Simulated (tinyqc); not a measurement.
# Fully depleted semiconductor-on-insulator film with two gates, non-linear Poisson equation by Newton steps: effects of single changes

One dimension across the film, front interface at x = 0, back interface at x = ts. psi is counted from the intrinsic level, n = ni exp(psi/Vt) (source grounded), holes neglected, acceptors ionised. Gates act through Cox = eps0 eox/tox and Cbox = 3.9 eps0/tb with potentials G1 = Vg - (phiM - chi - Vt ln(Nc/ni)) and G2 = Vb - (phiB - chi - Vt ln(Nc/ni)). Classical Boltzmann densities, no interface charge, no depletion in the back plane.

Inputs (values chosen for the exercise); band and dielectric values close to those of germanium:
- T = 400 K (temperature)
- Eg = 0.65 eV (band gap)
- eps_r = 16 (relative permittivity)
- Nc = 1.63e19 cm^-3 (conduction-band density of states at T)
- Nv = 9.22e18 cm^-3 (valence-band density of states at T)
- chi = 4.02 eV (electron affinity)
- eox = 3.9 (relative permittivity of the gate insulator (close to silicon dioxide))
- tox = 2.7 nm (insulator thickness)
- ts = 13 nm (film thickness)
- tb = 23 nm (buried-oxide thickness (eps_r 3.9))
- Na = 5.2e16 cm^-3 (acceptor density of the film)
- phiM = 4.65 eV (work function of the front gate)
- phiB = 4.52 eV (work function of the back plane)
- Vb = 0 V (back-gate voltage)

Constants: q = 1.602176634e-19 C, kB = 1.380649e-23 J/K, Vt = kB T/q, eps0 = 8.8541878128e-14 F/cm where lengths are in cm. Results are converted to the units shown.

Each table varies one quantity; the others keep the values above.

## Charge against front-gate voltage

ni = sqrt(Nc Nv) exp(-Eg/(2 Vt)), Eg in volts. The Poisson equation eps0 eps_r d2psi/dx2 = q (n + Na), with -eps0 eps_r dpsi/dx = Cox (G1 - psi) at x = 0 and eps0 eps_r dpsi/dx = Cbox (G2 - psi) at x = ts, is solved on 300 equal intervals with half boxes at both ends; N_inv is the trapezoid sum of n. Swing = ln 10/(d ln N_inv/dVg); the last column is (dN_inv/dVb)/(dN_inv/dVg).

Charge against front-gate voltage:
```
Vg (V),psi front (V),psi back (V),N_inv (cm^-2),centroid/ts,swing (mV/decade),q dN_inv/dVg over Cox,back/front leverage
0.12,-0.181,-0.184,6.25e6,0.494,93.1,1.94e-5,0.173
0.27,-0.0455,-0.0644,2.57e8,0.454,92.7,8.00e-4,0.167
0.42,0.0894,0.0536,1.04e10,0.414,96.0,0.0312,0.161
0.57,0.204,0.145,2.08e11,0.361,164,0.366,0.151
0.72,0.269,0.180,8.53e11,0.294,370,0.666,0.138
0.87,0.307,0.192,1.73e12,0.242,635,0.786,0.130
1.02,0.334,0.197,2.71e12,0.205,925,0.846,0.125
1.17,0.354,0.200,3.75e12,0.178,1.23e3,0.881,0.122
1.32,0.370,0.202,4.82e12,0.158,1.54e3,0.903,0.120
```

What does the comparison show?

N_inv passes 1e11 cm^-2 at Vg = 0.524 V. The swing starts at 93.1 mV a decade, against (1 + k) Vt ln 10 = 87.6 for a front channel with k = Cs Cbox/(Cox (Cs + Cbox)) = 0.103, Cs = eps0 eps_r/ts; above threshold this column is no longer a subthreshold swing. The centroid falls from 0.494 to 0.158 of ts and the leverage of the back gate falls from 0.173 to 0.120. For Vg = 0.87, 1.02, 1.17, 1.32 the density at an interface exceeds 0.3 Nc, where Boltzmann statistics fail. For Vg = 1.02, 1.17, 1.32 the classical centroid lies within 3 nm of an interface, where confinement, left out, would push it away.

## Threshold and coupling against the insulator thickness

VT is the Vg for N_inv = 1e11 cm^-2; -dVT/dVb from the linearised equation. Limits with Cs = eps0 eps_r/ts: front channel Cs Cbox/(Cox (Cs + Cbox)), back channel Cbox (Cox + Cs)/(Cox Cs). Swing at N_inv = 1e8 cm^-2.

The same in every row: centroid/ts at VT = 0.380.

Results:
```
tox (nm),VT (V),-dVT/dVb,front-channel limit,back-channel limit,swing (mV/decade)
1.4,0.498,0.103,0.0535,0.199,88.6
1.9,0.508,0.123,0.0726,0.220,90.2
2.7,0.524,0.155,0.103,0.255,92.8
3.8,0.547,0.199,0.145,0.303,96.4
7.6,0.624,0.352,0.290,0.468,109
11,0.693,0.488,0.420,0.616,120
```

Estimate the missing row, tox = 5.4 nm.

Computed row:
```
tox (nm),VT (V),-dVT/dVb,front-channel limit,back-channel limit,swing (mV/decade)
5.4,0.579,0.264,0.206,0.373,102
```

With this row back in the table: As tox goes from 1.4 to 11, VT rises from 0.498 to 0.693 V, the centroid stays at 0.380 of ts and -dVT/dVb rises from 0.103 to 0.488. The coupling covers 34.1 % of the way from the front-channel to the back-channel limit in the first row and 34.8 % in the last.

Computed by the program tinyqc: `OMP_NUM_THREADS=1 python tinyqc.py 2190104 2190105 out.jsonl`, one thread of a shared Intel Xeon 2.30GHz, about 0.4 s for the whole run.
